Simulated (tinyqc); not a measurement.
Which coupling does what: hole subbands of a hard-walled well, four-band Luttinger model.

Hole energies are counted downwards from the unstrained band edge, c = hbar^2/2m0. After the usual block transformation one block is H = [[P + Q - Zs, R - i S], [R + i S, P - Q + Zs]] in (heavy, light), with P +/- Q = c [(g1 +/- g2) k^2 + (g1 -/+ 2 g2) kz^2], R = sqrt(3) c gR k^2, S = 2 sqrt(3) c g3 k kz, kz = -i d/dz; axial approximation gR = (g2 + g3)/2. Zs = b (e_par - e_perp) is the shear part of the strain (the hydrostatic part shifts all levels alike and is left out). Basis sqrt(2/L) sin(n pi z/L), n = 1 to N, for each component: kz^2 gives (n pi/L)^2 and the heavy-light block is R delta_nm - 2 sqrt(3) c g3 k D_nm with D_nm = 4 n m/(L (n^2 - m^2)) for n + m odd, 0 otherwise. The other block has the same levels. The split-off band is left out, a severe simplification for a spin-orbit splitting near 0.04 eV.

Constants: hbar^2/2m0 = 3.80998211 eV angstrom^2.

Inputs chosen for the exercise (near those of Si; shifted at random, so the results belong to these values and not to a real crystal):
```
symbol  value   unit        meaning
g1      4.35                Luttinger gamma1
g2      0.34                gamma2
g3      1.46                gamma3
L       120     angstrom    well width along [001]
k       0.0287  1/angstrom  wave vector in the plane
```

shear strain energy Zs = 0.034695 eV

N = 20, at the given k. Diagonal: R = S = 0. Along [100] and [110] gR is g2 and g3 instead of their mean.

Hole energies (meV):
```
model         E1     E2     E3     E4
diagonal  -10.39  18.36  60.41  66.27
R alone   -10.73  18.06  60.75  66.03
S alone   -11.92  11.73  51.24  62.68
axial     -12.25  11.48  51.09  62.98
[100]     -11.97  11.69  51.22  62.72
[110]     -12.78  11.08  50.85  63.46
```

The couplings move E1 by -1.85 meV: R alone by -0.34, S alone by -1.53, so S matters more at k L/pi = 1.10 (R grows as k^2 and joins equal n, S as k and joins n of opposite parity). Warping spreads E1 by 0.81 meV between [100] and [110], the hole being heavier along [110]; the axial value lies between them.

Program tinyqc; command `OMP_NUM_THREADS=1 python tinyqc.py 1280046 1280047 out.jsonl`; about 0.1 s on one thread of a shared Intel(R) Xeon(R) Processor @ 2.30GHz.
